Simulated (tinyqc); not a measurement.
Domain walls in a thin film with perpendicular anisotropy: Bloch, Neel and chiral walls, motion and stripe domains: one step, computed by the program tinyqc. Command: `OMP_NUM_THREADS=1 python tinyqc.py 3017423 3017424 out.jsonl mwall walk`. One thread of a shared host (Intel(R) Xeon(R) Processor @ 2.30GHz), about 0.01 s of CPU time with the checks.

One-dimensional wall: polar angle theta(x), azimuth phi of the moment in the wall (phi = 0 Neel, 90 degrees Bloch). mu_0 = 1.25663706212e-6 T m/A, gamma = 1.76085963023e11 rad/(s T).

Task: Walker breakdown. Field drive: steady motion v = gamma Delta B/alpha needs B = (alpha/2) [2 B_D sin(phi) - B_K sin(2 phi)] in size, B_K = 2 K_D/M_s, B_D = pi D/(2 M_s Delta), with phi moving from its rest value; the Walker field B_W is the largest value of |B_D sin(phi) - (B_K/2) sin(2 phi)| times alpha, reached at cos(phi) = [d - sqrt(d^2 + 8)]/4, d = B_D/B_K. Far above B_W/alpha, v = gamma Delta B alpha/(1 + alpha^2); this is used for all B above B_W.

Inputs (values chosen for the exercise, for a model film): saturation magnetisation M_s = 839 kA/m; DMI constant D = 0.053 mJ/m^2; damping alpha = 0.01; field mu_0 H_z = 1.1 mT.

Drive: magnetic field.

K_D = 15.58885 kJ/m^3

width parameter Delta = 7.511845 nm

Give: B_K; B_D; Walker field B_W; velocity at B_W; velocity at B.

Result:

B_K = 37.16 mT

B_D = 13.21 mT

Walker field B_W = 0.2844 mT

velocity at B_W = 37.62 m/s

velocity at B = 0.01455 m/s

B is above B_W: the wall moment precesses, and the far-field formula is used. Without D, B_W would be alpha B_K/2 = 0.186 mT, so D raises it 1.5 times. Caution: below about 3 B_W/alpha the mean velocity lies above the far-field formula, by a factor of roughly 1 + (B_W/(alpha B))^2/2.
